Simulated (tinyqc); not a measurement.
Ion-assisted plasma etching: sheath, surface coverage, synergy and aspect-ratio dependence: one step, computed by the program tinyqc.

Radicals adsorb on bare sites; ions remove covered sites with a high yield and bare sites by sputtering; a slow spontaneous reaction acts everywhere, walls included.

Question. Rate at the floor of the feature. Transmission of a long trench, rough form: K = (1 + ln(1 + A))/(1 + A + ln(1 + A)), walls that scatter diffusely without loss. With a loss probability S = s (1 - theta) at the floor, G_b/G_n = K/(K + S - K S); theta follows G_b, and the two are solved together. Ions are taken to reach the floor unshadowed; G_b replaces G_n in every term of the rate; A is depth over width. Steady coverage: s G_n (1 - theta) = x Y G_i theta; removal flux = Y G_i theta + Y_p G_i (1 - theta) + k_c G_n; rate = flux/N, 1 cm/s = 6e8 nm/min.

Inputs (values chosen for the exercise, close to those used for silicon dioxide in a fluorocarbon plasma):
```
quantity,value,unit
gas temperature T_g,500,K
sticking coefficient s,0.5,-
radicals per removed unit x,4,-
spontaneous reaction probability k_c,2.4e-05,-
solid density N,2.2e+22,1/cm^3
aspect ratio A,1.1,-
```

Feature: long trench.

yield Y = 4.755774

sputter yield Y_p = 0.2159893

ion flux G_i = 2.370543e+15 1/(cm^2 s)

radical flux G_n = 3.944528e+16 1/(cm^2 s)

vertical rate = 103.2963 nm/min

Give: transmission K; G_b/G_n; coverage at the floor; rate at the floor; floor rate over open-field rate.

Answer.

transmission K = 0.6129

G_b/G_n = 0.8110

coverage at the floor = 0.2618

rate at the floor = 90.83 nm/min

floor rate over open-field rate = 0.8793

The lag is 12 %. Caution: a sheath of several millimetres is collisional at usual pressures, which lowers the ion energy and widens the angles. Caution: the trench transmission is an interpolation between the limits 1 and ln(A)/A, good to tens of per cent.
